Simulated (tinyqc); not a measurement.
# Resistance of a source-drain extension with a graded tip: effects of single changes

y runs along the channel, the gate covers y > 0. The doping is N0 for y < y0 and N0 10^(-(y - y0)/la) beyond, uniform over the depth xj. Sheet conductance s(y) = q mu(N) max(N - Nch, 0) xj + (for y > 0) ma Cox Vo, with mu(N) = u0 + (u1 - u0)/(1 + (N/Nr)^au) and Cox = eps0 eox/tox. Current is taken as one-dimensional; depletion of the tip, spreading and the contact are left out. The metallurgical junction lies at yj, where N = Nch.

Parameters, values chosen for the exercise; mobility law close to that of electrons in silicon: relative permittivity of the gate insulator (close to silicon dioxide) eox = 3.9; insulator thickness tox = 3.6 nm; active doping of the extension far from the gate N0 = 1.8e20 cm^-3; lateral abruptness la = 7 nm/decade; position under the gate where the fall begins (gate edge at 0) y0 = 3.7 nm; depth of the extension xj = 19 nm; channel doping Nch = 2.1e18 cm^-3; spacer length Ls = 14 nm; gate overdrive Vo = 0.77 V; mobility of the gate-induced layer ma = 120 cm^2/(V s); mobility at low doping u1 = 1414 cm^2/(V s); mobility at high doping u0 = 68.5 cm^2/(V s); reference doping Nr = 9.2e16 cm^-3; exponent au = 0.711; gate length Lg = 90 nm.

Constants: q = 1.602176634e-19 C, eps0 = 8.8541878128e-14 F/cm where lengths are in cm. Results are converted to the units shown.

Each table varies one quantity; the others keep the values above.

## Abruptness at a fixed junction position

R_spacer = integral of dy/s from -Ls to 0, R_ov from 0 to yj, R_channel = (Lg - 2 yj)/(ma Cox Vo), R_total = 2 R_spacer + 2 R_ov + R_channel. Electrical length L_eff = ma Cox dR_total/d(1/Vo); R_series = R_total - L_eff/(ma Cox Vo). y0 is moved with la so that yj stays at 17.231 nm.

The same in every row: yj (nm) = 17.23; R_channel (ohm um) = 626.6.

Abruptness at a fixed junction position:
```
la (nm/decade)  R_spacer (ohm um)  R_ov (ohm um)  R_total (ohm um)  L_eff (nm)  R_series (ohm um)
1                           3.464          8.845             651.2       55.97              19.72
2.3                         3.464          14.92             663.4       56.52              25.73
3.6                         3.464          20.99             675.5       57.06              31.75
4.9                         3.464          27.07             687.7       57.60              37.76
6.1                         3.464          32.68             698.9       58.10              43.31
7.4                         3.464          38.75             711.0       58.65              49.32
8.7                         3.464          44.83             723.2       59.19              55.34
10                          3.604          50.77             735.4       59.74              61.38
```

Read the table: what changes, and by how much?

As la goes from 1 to 10 nm/decade, R_total rises from 651 to 735 ohm um, R_spacer rises from 3.46 to 3.60 ohm um and R_ov rises from 8.85 to 50.8 ohm um. R_total changes on average by 9.35 ohm um for each nm/decade. L_eff exceeds the metallurgical length by 0.434 nm in the first row and 4.20 nm in the last, since the gate also controls the lightly doped tips.

## Effect of the active doping of the extension far from the gate

Same model as above.

Effect of the active doping of the extension far from the gate:
```
N0 (cm^-3)  yj (nm)  R_spacer (ohm um)  R_ov (ohm um)  R_channel (ohm um)  R_total (ohm um)  L_eff (nm)  R_series (ohm um)
2e19          10.55              26.44          37.00               777.3             904.2       71.92              92.81
3.1e19        11.88              17.75          37.05               747.3             856.9       69.21              75.97
4.7e19        13.15              12.15          37.04               718.7             817.1       66.66              64.95
7.2e19        14.45              8.205          36.99               689.5             779.9       64.06              57.08
1.1e20        15.73              5.523          36.94               660.4             745.3       61.48              51.67
1.7e20        17.06              3.658          36.89               630.5             711.6       58.83              47.87
2.6e20        18.35              2.436          36.85               601.4             680.0       56.24              45.36
4e20          19.66              1.606          36.82               571.8             648.7       53.62              43.65
```

As N0 goes from 2e19 to 4e20, R_total falls from 904 to 649 ohm um, L_eff falls from 71.9 to 53.6 nm and R_series falls from 92.8 to 43.6 ohm um.

Numbers from tinyqc (`OMP_NUM_THREADS=1 python tinyqc.py 2282206 2282207 out.jsonl`; about 0.05 s on one thread of a shared Intel Xeon 2.30GHz).
